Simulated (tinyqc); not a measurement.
Carrier lifetime from Shockley-Read-Hall, radiative, Auger and surface recombination: one step, computed by the program tinyqc.

Energies are counted from the top of the valence band. Boltzmann statistics, full ionisation, and equal excess densities of electrons and holes.

Task: Steady state under generation. With n = n_0 + dn, p = p_0 + dn and U/dn = 1/tau: (n p - n_i^2)/dn = n_0 + p_0 + dn = s; 1/tau_SRH = s/[tau_p0 (n + n1) + tau_n0 (p + p1)]; 1/tau_rad = B s; 1/tau_Aug = (C_n n + C_p p) s; the rates add. dn solves dn/tau_eff(dn) = G (60 bisections in ln dn between 1e-2 and 1e22 cm^-3); the splitting of the quasi-Fermi levels is k_B T ln(n p/n_i^2).

Inputs (values chosen for the exercise, for a model semiconductor):

| quantity | value | unit |
|---|---|---|
| temperature T | 350 | K |
| doping N | 1e+14 | cm^-3 |
| trap density N_t | 5.9e+13 | cm^-3 |
| radiative coefficient B | 8.9e-11 | cm^3/s |
| Auger coefficient C_n | 1.4e-30 | cm^6/s |
| Auger coefficient C_p | 4.7e-31 | cm^6/s |
| generation rate G | 1.9e+21 | cm^-3 s^-1 |

Doping: n-type. Surface term: none.

n_0 = 1.00e+14 cm^-3

p_0 = 2.154595e-11 cm^-3

tau_p0 = 3.043438e-08 s

n1 = 0.002801260 cm^-3

tau_n0 = 2.864474e-07 s

p1 = 769152.0 cm^-3

n_i = 46.41761 cm^-3

Constants: k_B = 8.617333262e-05 eV/K.

Give: steady excess density; lifetime in the steady state; quasi-Fermi splitting under G.

Result:

steady excess density = 5.048e+14 cm^-3

lifetime in the steady state = 2.657e-07 s

quasi-Fermi splitting under G = 1.816 eV

Caution: the trap density is not small against the doping, so trapped charge breaks the equality of the excess densities.
